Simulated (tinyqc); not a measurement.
# Contact resistivity and sheet resistance from two contact lengths

Inverse problem. Rc = [sqrt(rc Rsh)/Wc] coth(Lc/(2 LT)), LT = sqrt(rc/Rsh), Wc = 25 nm; the second contact is twice as long as the first. Find LT, rc and Rsh.

Rc for Lc = 26 and 52 nm (ohm): 289.241168  224.374100

Answer. With t = tanh(Lc/(2 LT)) for the shorter contact, the resistance of the longer over that of the shorter is (1 + t^2)/2. Then sqrt(rc Rsh) = Rc t Wc, and rc and Rsh follow by multiplying and dividing by LT.

LT = 13.6 nm
rc = 7.30e-10 ohm cm^2
Rsh = 395 ohm

tinyqc, about 0.07 s, one thread, Intel Xeon 2.30GHz (shared host): `OMP_NUM_THREADS=1 python tinyqc.py 2170060 2170061 out.jsonl`
